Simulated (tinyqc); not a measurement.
## Scattering mobility, thermal velocity and mass from two apparent mobilities

Inverse problem. 1/mu_app = 1/mu_0 + 1/mu_B with the ballistic mobility mu_B = vT L/(2 Vt) and vT = sqrt(2 kB T/(pi m)) (non-degenerate carriers); the mean free path is 2 Vt mu_0/vT. Find mu_0, vT, m and the mean free path.

Parameters, values chosen for the exercise: temperature T = 325 K.

Constants: q = 1.602176634e-19 C, kB = 1.380649e-23 J/K, m0 = 9.1093837015e-31 kg, Vt = kB T/q. Results are converted to the units shown.

apparent mobility at L = 15 and 200 nm (cm^2/(V s)): [190.28132, 423.32731]

Solution. 1/mu_app is linear in 1/L: the slope is 2 Vt/vT and the intercept 1/mu_0.

mu_0 = 470 cm^2/(V s)
vT = 1.19e7 cm/s
m = 0.220 m0
mean free path = 22.1 nm

Numbers from tinyqc (`OMP_NUM_THREADS=1 python tinyqc.py 2380098 2380099 out.jsonl`; about 0.01 s on one thread of a shared Intel Xeon 2.30GHz).
